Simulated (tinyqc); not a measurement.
Changing the test area A: time-dependent dielectric breakdown: cell percolation, Weibull statistics, area scaling and voltage extrapolation. Computed by tinyqc, a small Python program. Command: `OMP_NUM_THREADS=1 python tinyqc.py 3010337 3010338 out.jsonl tddb sweep`. One thread of a shared host (Intel(R) Xeon(R) Processor @ 2.30GHz), about 0.01 s of CPU time with the checks.

The oxide is divided into columns of area a^2, each holding m = t_ox/a cells (m is taken as continuous). A share lambda(t) = (t/t_1)^alpha of the cells is defective, and a column whose cells are all defective breaks down.

Inputs (values chosen for the exercise, for a model gate oxide): oxide thickness t_ox = 4.4 nm; defect cell size a = 1.2 nm; exponent alpha of defect growth = 0.41; time t_1 at which the occupied share would reach 1 = 1.4e+08 s.

Method. Failure fraction F = 1 - (1 - lambda^m)^N with N = A/a^2 columns, which for small lambda^m is 1 - exp(-(t/t63)^beta) with beta = alpha m and t63 = t_1 N^(-1/beta); critical share lambda(t63) = N^(-1/m). 1 um^2 = 1e6 nm^2.

One run for each value:
```
test area A (um^2)  characteristic life t63 (s)  critical share of defective cells
0.001                                1.8026e+06                            0.16788
0.01                                 3.8969e+05                            0.08959
0.1                                  8.4242e+04                            0.04781
1                                    1.8211e+04                            0.02552
10                                   3.9369e+03                            0.01362
100                                  8.5106e+02                            0.00727
1000                                 1.8398e+02                            0.00388
10000                                3.9773e+01                            0.00207
100000                               8.5980e+00                            0.00110
```

Over the rows, characteristic life t63 (s) falls from 1.80e6 to 8.60 (exponent d ln y / d ln x about -0.67 throughout); critical share of defective cells falls from 0.168 to 0.00110 (exponent d ln y / d ln x about -0.27 throughout). The exponent of t63 is -1/beta = -0.665, which is how area scaling measures beta.

Caution (all rows): t_1 is an input here; in a real oxide it changes with thickness at fixed voltage.
